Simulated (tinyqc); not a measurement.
CMOS latch-up, two-transistor model: one step of the calculation.

A parasitic pnp (emitter at Vdd, base shunted by Rw) and npn (emitter at ground, base shunted by Rs) feed each other: the npn collector current flows out of the pnp base node, the pnp collector current into the npn base node. Forward-active transistors with constant gains: Icn = Isn exp(Vn/Vt), Icp = Isp (exp(Vp/Vt) - 1). A current Ii is injected into the npn base node.

Problem. The off branch. Node equations: Vp/Rw + Icp/bp = Icn and Vn/Rs + Icn/bn = Icp + Ii. Loop gain G = gn gp/[(1/Rw + gp/bp)(1/Rs + gn/bn)], gn = Icn/Vt, gp = (Icp + Isp)/Vt; the off state ends where G = 1, and Ii there is the trigger current. For each Vn: Icn, then Vp from the first equation, then Ii from the second.

Values chosen for this exercise; values close to those of bulk CMOS: temperature T = 300 K; current gain of the npn bn = 6.2; current gain of the pnp bp = 1; saturation current of the npn at T Isn = 4.5e-15 A; saturation current of the pnp at T Isp = 5.4e-16 A; substrate resistance shunting the npn Rs = 1100 ohm; well resistance shunting the pnp Rw = 230 ohm; current injected into the substrate Ii = 0.862 mA.

Constants: q = 1.602176634e-19 C, kB = 1.380649e-23 J/K, Vt = kB T/q. Results are converted to the units shown.

Vn, point 0 to 7 (V): 0.502  0.582  0.632  0.662  0.682  0.702  0.717  0.732

Find: Icn; Vp; Icp; Ii; G.

Solution.

```
point  Icn (mA)    Vp (V)   Icp (mA)  Ii (mA)          G
0      0.001220  2.807e-4  5.894e-15   0.4566  2.501e-13
1       0.02694  0.006196  1.462e-13   0.5334  5.906e-12
2        0.1864   0.04286  2.294e-12   0.6046  8.774e-11
3        0.5947    0.1368  1.067e-10   0.6977   4.751e-9
4         1.289    0.2965   5.170e-8   0.8279   2.562e-6
5         2.794    0.6366    0.02670    1.062      1.131
6         4.992    0.7448      1.754  -0.2970      5.661
7         8.918    0.7746      5.550   -3.447      5.979
```

Ii peaks at 1.062 mA, at Vn = 0.7018 V where G = 1; beyond it the loop feeds itself.

Program tinyqc, `OMP_NUM_THREADS=1 python tinyqc.py 2670021 2670022 out.jsonl`; Intel Xeon 2.30GHz, shared host, one thread, about 0.04 s.
